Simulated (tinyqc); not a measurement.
Thermionic-field emission through a Schottky barrier, WKB: one step of the calculation.

Metal on an n-type semiconductor with one parabolic valley; V > 0 is forward bias (metal positive). Energies E are counted from the conduction edge of the neutral semiconductor, whose Fermi level lies at -xi; that of the metal lies at -xi - V. The barrier is a parabola of height Vd = phi - xi - V (depletion approximation, no image force).

Task. Fermi level, barrier and E00. Nc = 2 (2 pi me m0 kB T/h^2)^1.5 (times 1e-6 for cm^-3); Nd = Nc F12(-xi/Vt), F12(x) = (2/sqrt(pi)) int_0^infinity sqrt(u)/(1 + exp(u - x)) du; E00 = (hbar/2) sqrt(Nd/(me m0 eps0 eps_r)) in SI units (volts). W = sqrt(2 eps0 eps_r Vd/(q Nd)).

Parameters, values chosen for the exercise; band and dielectric values those of a made-up semiconductor: temperature T = 300 K; electron mass me = 0.0332 m0; relative permittivity eps_r = 13.7; barrier height seen from the metal phi = 0.65 eV; donor density Nd = 4.5e17 cm^-3; bias V = 0.1 V.

Constants: q = 1.602176634e-19 C, kB = 1.380649e-23 J/K, hbar = 1.054571817e-34 J s, h = 6.62607015e-34 J s, m0 = 9.1093837015e-31 kg, Vt = kB T/q, eps0 = 8.8541878128e-14 F/cm where lengths are in cm. Results are converted to the units shown.

Give: Nc; xi; Vd; W; E00; E00/Vt.

Result.

Nc = 1.518e17 cm^-3
xi = -0.05415 eV
Vd = 0.6042 V
W = 45.09 nm
E00 = 18.47 meV
E00/Vt = 0.7143

By a common rule of thumb, E00/Vt below 0.5 marks thermionic emission, 0.5 to 5 thermionic-field emission and above 5 field emission. By that rule alone: thermionic-field emission; with a high barrier, tunnelling near its top can carry most of the current even below 0.5.

Range of the model: The depletion approximation, a parabolic band and the neglect of image-force lowering make these currents estimates at high doping.

Computed by the program tinyqc: `OMP_NUM_THREADS=1 python tinyqc.py 2640111 2640112 out.jsonl`, one thread of a shared Intel Xeon 2.30GHz, about 0.05 s for the whole run.
